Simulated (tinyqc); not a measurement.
Inside a calculation. Model: internal photoemission over an interface barrier.

tinyqc, about 0.01 s, one thread, Intel Xeon 2.30GHz (shared host): `OMP_NUM_THREADS=1 python tinyqc.py 2410123 2410124 out.jsonl` Printed values are rounded.

Electrons are excited from the valence band of a semiconductor over the barrier Phi(F) = P0 - sqrt(q F/(4 pi eps0 ei)), whose top lies at xm = sqrt(q/(16 pi eps0 ei F)). The yield is Y = A (hv - Phi)^p exp(-xm/l), with A = 1 here.

Parameters, values chosen for the exercise; dielectric values close to those of silicon dioxide: barrier at zero field P0 = 4.1 eV; image-force permittivity ei = 2.35; scattering length in the image well l = 4.4 nm; field in the dielectric F = 2.1 MV/cm.

Constants: q = 1.602176634e-19 C, h = 6.62607015e-34 J s, c = 299792458 m/s, eps0 = 8.8541878128e-14 F/cm where lengths are in cm. Results are converted to the units shown.

## Barrier in the field

Lowering P0 - Phi, barrier, position of its top, scattering factor and threshold wavelength.

lowering = 358.7167 meV
Phi = 3.741283 eV
xm = 0.8540874 nm
exp(-xm/l) = 0.8235667
threshold wavelength h c/(q Phi) = 331.3948 nm

## Threshold from a spectrum

```
point  hv (eV)         Y
0         3.89  0.002653
1         4.02   0.01799
2         4.15   0.05638
3         4.28    0.1279
4         4.41    0.2468
5         4.54    0.4207
```

The yields were made at this field with a scatter of 1 %. Fit Y^(1/n) on hv by least squares for n = 2 and n = 3; the zero of the line is the threshold.

```
point     Y^(1/2)    Y^(1/3)
0      0.05150728  0.1384350
1       0.1341268  0.2620256
2       0.2374447  0.3834497
3       0.3576311  0.5038371
4       0.4967897  0.6272611
5       0.6486139  0.7493031
```

threshold for n = 2 = 3.866708 eV
threshold for n = 3 = 3.741878 eV

The right exponent, 3, gives 3.742 eV against Phi = 3.741 eV; the wrong one is off by 125 meV.
